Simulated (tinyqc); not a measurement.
# Disorder broadening of a semi-elliptic band in the self-consistent Born approximation: two studies

The local Green function is G = g0(z - Sigma) with z = E + i eta and g0(z) = (z - sqrt(z - 2t) sqrt(z + 2t))/(2 t^2), principal roots; the self-energy is Sigma = D G. The density of states is -Im G/pi.

Inputs (values chosen for the exercise): hopping t = 0.6 eV; variance of the random site energy D = 0.1 eV^2; bare broadening eta = 0.006 eV; energy from the band centre E = 0.634 eV.

Each table varies one quantity; the others keep the values above.

## Effect of the mixing

G = g0(z - Sigma), Sigma(out) = D G, Sigma(new) = Sigma + mix (Sigma(out) - Sigma). Iterations from Sigma = 0 until |Sigma(out) - Sigma| < 1e-10 eV, at most 500. The factor is |1 - mix + mix L|, L = d Sigma(out)/d Sigma at the solution.

Effect of the mixing:

| mix | iterations | factor |
|---|---|---|
| 0.1 | 181 | 0.8884 |
| 0.2 | 85 | 0.7768 |
| 0.3 | 54 | 0.6654 |
| 0.5 | 28 | 0.4432 |
| 0.7 | 16 | 0.2242 |
| 0.85 | 10 | 0.07963 |
| 1 | 12 | 0.1369 |

L = -0.116-0.072i. The fewest iterations, 10, come at mix = 0.85; the smallest factor, 0.0796, is at mix = 0.85. As a function of mix the factor has its minimum at Re(1 - L)/|1 - L|^2 = 0.892, below 1, so damping helps.

## Density of states across the band

Sigma is iterated to self-consistency (retarded branch, Im Sigma < 0); first Born means Sigma = D g0(z) put once into G = g0(z - Sigma); clean means Sigma = 0. Closed form: G = (z - sqrt(z^2 - 4 (t^2 + D)))/(2 (t^2 + D)) with the root that gives Im G < 0; for eta -> 0 a semi-ellipse of half-width 2 sqrt(t^2 + D).

Results:

| E (eV) | Re Sigma (eV) | Im Sigma (eV) | DOS, self-consistent (1/eV) | DOS, first Born (1/eV) | DOS, clean (1/eV) |
|---|---|---|---|---|---|
| 0 | 0 | -0.14679 | 0.46725 | 0.45996 | 0.52787 |
| 0.163 | 0.017638 | -0.14572 | 0.46385 | 0.45701 | 0.52295 |
| 0.326 | 0.035273 | -0.14247 | 0.45350 | 0.44803 | 0.50792 |
| 0.488 | 0.052792 | -0.13692 | 0.43583 | 0.43277 | 0.48202 |
| 0.651 | 0.070404 | -0.12870 | 0.40967 | 0.41032 | 0.44302 |
| 0.814 | 0.087989 | -0.11729 | 0.37336 | 0.37947 | 0.38716 |
| 1.139 | 0.12280 | -0.079429 | 0.25283 | 0.28177 | 0.16455 |
| 1.302 | 0.13929 | -0.040774 | 0.12979 | 0.065108 | 0.0041812 |
| 1.465 | 0.099068 | -0.0010738 | 0.0034179 | 0.0030222 | 0.0019714 |
| 1.628 | 0.079102 | -5.2720e-4 | 0.0016781 | 0.0016206 | 0.0012725 |

Estimate the missing row, E = 0.977 eV.

Computed row:

| E (eV) | Re Sigma (eV) | Im Sigma (eV) | DOS, self-consistent (1/eV) | DOS, first Born (1/eV) | DOS, clean (1/eV) |
|---|---|---|---|---|---|
| 0.977 | 0.10552 | -0.10163 | 0.32351 | 0.33791 | 0.30542 |

With this row back in the table: The self-consistent density of states falls from 0.467 to 0.00168 1/eV. The clean band ends at 2t = 1.20 eV; at E = 1.302 eV, beyond it, the self-consistent value is 0.130 against 0.00418 clean: disorder widens the band. By ratio, first Born differs most at E = 1.302 eV, where it is 50 % below the self-consistent value.

Range of the model: The self-consistent Born approximation misses band tails from rare fluctuations and localisation.

Numbers from tinyqc (`OMP_NUM_THREADS=1 python tinyqc.py 2720006 2720007 out.jsonl`; about 0.01 s on one thread of a shared Intel Xeon 2.30GHz).
